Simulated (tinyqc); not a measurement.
Local against global planarity over time: chemical-mechanical planarisation: Preston law, pattern density and step-height reduction. Computed by tinyqc, a small Python program. Command: `OMP_NUM_THREADS=1 python tinyqc.py 3024616 3024617 out.jsonl cmp walk`. One thread of a shared host (Intel(R) Xeon(R) Processor @ 2.30GHz), about 0.01 s of CPU time with the checks.

A row of 12 cells, repeated periodically, holds raised features that cover a share rho of each cell.

Inputs (values chosen for the exercise, close to those used for oxide polishing): Preston coefficient K = 1e-13 1/Pa; pressure P = 25 kPa; platen and carrier speed = 110 rpm; distance between the centres = 17 cm; initial step height h0 = 240 nm; contact height h_c = 33 nm; film above the raised areas z0 = 370 nm; cell size = 1.1 mm; planarisation length = 2.4 mm.

local pattern densities, cell by cell: [0.6, 0.9, 0.7, 0.2, 0.9, 0.2, 0.5, 0.2, 0.1, 0.9, 0.9, 0.4]

Method:
- With equal rotation speeds the relative speed is uniform, v = omega r_c; Preston rate R0 = K P v.
- The stiff pad averages the density: rho_eff(i) = sum_j w_ij rho_j / sum_j w_ij, w = exp(-2 d^2/L^2), L the planarisation length and d the distance between cell centres, summed over all periodic images of cell j.
- While h > h_c only raised areas polish, at R0/rho_eff, until t_c = rho_eff (h0 - h_c)/R0. After that h = h_c exp(-(t - t_c)/tau), tau = rho_eff h_c/R0; low areas polish at R0 (1 - h/h_c) and raised areas at R0 [1 + (1 - rho_eff) h/(rho_eff h_c)]. Removed from raised areas after t_c: h0 - h_c + R0 (t - t_c) + (1 - rho_eff)(h_c - h); from low areas: R0 (t - t_c) - rho_eff (h_c - h). Film left = z0 less the removal from raised areas.
- Times are multiples of h0/R0; the range is the largest minus the smallest removal from raised areas.

effective densities: [0.650342, 0.697814, 0.628066, 0.541908, 0.516459, 0.444208, 0.356953, 0.307500, 0.401880, 0.619915, 0.698833, 0.636121]

blanket rate R0 = 4.89565 nm/s

Steps and range (nm):
```
multiple   t (s)  largest step  smallest step  range across the row  mean removal from raised areas
0.10       4.902        205.66         161.95                 43.71                           47.51
0.20       9.805        171.31          83.90                 87.41                           95.01
0.30      14.707        136.97          14.50                125.13                          142.02
0.45      22.060         85.46           0.42                119.37                          201.55
0.60      29.414         33.94           0.01                104.13                          249.69
0.80      39.219          4.24           0.00                 95.20                          301.54
1.00      49.023          0.53           0.00                 94.08                          349.95
1.30      63.730          0.02           0.00                 93.93                          422.00
1.70      83.339          0.00           0.00                 93.92                          518.00
```

What does the comparison show, and why?

Local steps shrink to 0.01 nm or less, but the range across the row reaches up to 125.1 nm among these rows and ends at 93.9 nm, against the limit (largest - smallest rho_eff) h0 = 93.9 nm: once flat, all cells polish alike and the difference stays. Evener density (dummy fill), a longer planarisation length or a smaller initial step reduces it. Caution: in the last rows the removal passes z0 somewhere, so they describe a thicker film than the one given.

Extremes, crossings and ranges named in words are read from the listed rows.
